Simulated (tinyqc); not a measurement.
MOS capacitor on a p-type substrate, surface potential from the exact charge relation: two steps of the calculation.

Uniform p-type substrate, Boltzmann statistics, full ionisation, classical densities. psi is the surface potential against the body (positive when the bands bend down) and u = psi/Vt. Traps are spread evenly over the gap and neutral at flat band, so their charge is -q Dit psi; the minority quasi-Fermi level is shifted by Vb.

Inputs (values chosen for the exercise); band and dielectric values close to those of gallium arsenide:

| symbol | value | unit | meaning |
|---|---|---|---|
| T | 350 | K | temperature |
| Eg | 1.44 | eV | band gap |
| eps_r | 13.1 |  | relative permittivity |
| Nc | 5.48e17 | cm^-3 | conduction-band density of states at T |
| Nv | 1.15e19 | cm^-3 | valence-band density of states at T |
| N | 4.7e17 | cm^-3 | acceptor density of the substrate |
| eox | 24.9 |  | relative permittivity of the gate insulator (close to zirconium oxide) |
| tox | 16 | nm | insulator thickness |
| Nf | 0 | cm^-2 | fixed charge at the interface, in units of q |
| Dit | 0 | cm^-2 eV^-1 | density of interface traps |
| Vb | 0 | V | reverse bias of the inversion layer against the body |
| Vg | 0.59 | V | gate voltage against the body |

Constants: q = 1.602176634e-19 C, kB = 1.380649e-23 J/K, Vt = kB T/q, eps0 = 8.8541878128e-14 F/cm where lengths are in cm. Results are converted to the units shown.

Task 1. Newton step for the surface potential. u = psi/Vt; F^2 = exp(-u) + u - 1 + r (exp(u) - u - 1); Qs = -sign(u) Q0 F; Cs = -dQs/dpsi = (Q0/Vt) |1 - exp(-u) + r (exp(u) - 1)|/(2 F). f = Vfb + psi + (q Dit psi - Qs)/Cox - Vg, f' = 1 + (Cs + q Dit)/Cox, psi(new) = psi - f/f'.

psi at the start = 0.67356520 V
Cox = 1.3779330 uF/cm^2
Vfb = -0.083565201 V
Q0 = 72.585455 nC/cm^2
r = 5.2504351e-20

Give: u; F; Qs; Cs; f; f'; psi after iteration 1.

Result 1.

u = 22.33
F = 4.619
Qs = -335.3 nC/cm^2
Cs = 0.2605 uF/cm^2
f = 0.2433 V
f' = 1.189
psi after iteration 1 = 0.4690 V

Task 2. Charges, field and capacitances at the solution. ni = sqrt(Nc Nv) exp(-Eg/(2 Vt)), Eg in volts; phiF = Vt ln(N/ni); Cox = eps0 eox/tox; Vfb = phiM - chi - (Eg - Vt ln(Nv/N)) - q Nf/Cox; Q0 = sqrt(2 eps0 eps_r q N Vt); r = (ni/N)^2 exp(-Vb/Vt); VT = Vfb + [(2 phiF + Vb)(1 + q Dit/Cox) + sqrt(2 eps0 eps_r q N (2 phiF + Vb))/Cox].

Low frequency: 1/C_LF = 1/Cox + 1/(Cs + q Dit). High frequency, in the simple estimate in which traps and minority carriers do not follow: 1/C_HF = 1/Cox + 1/Cd, Cd being Cs with r = 0 at the same psi. Minority sheet density N_inv = (Q0/(2 q)) int_0^u r (exp(t) - 1)/F(t) dt for u > 0. Oxide field |Qs - q Dit psi + q Nf|/(eps0 eox).

converged psi = 0.47195552 V

Find: Qs; N_inv; oxide field; Cs; C_LF/Cox; C_HF/Cox.

Result 2.

Qs = -277.8 nC/cm^2
N_inv = 0.02017 cm^-2
oxide field = 0.1260 MV/cm
Cs = 0.3144 uF/cm^2
C_LF/Cox = 0.1858
C_HF/Cox = 0.1858

The surface is in depletion (borders at |psi| = 0, phiF + Vb and 2 phiF + Vb = 1.34 V).

tinyqc, about 0.01 s, one thread, Intel Xeon 2.30GHz (shared host): `OMP_NUM_THREADS=1 python tinyqc.py 2060037 2060038 out.jsonl`
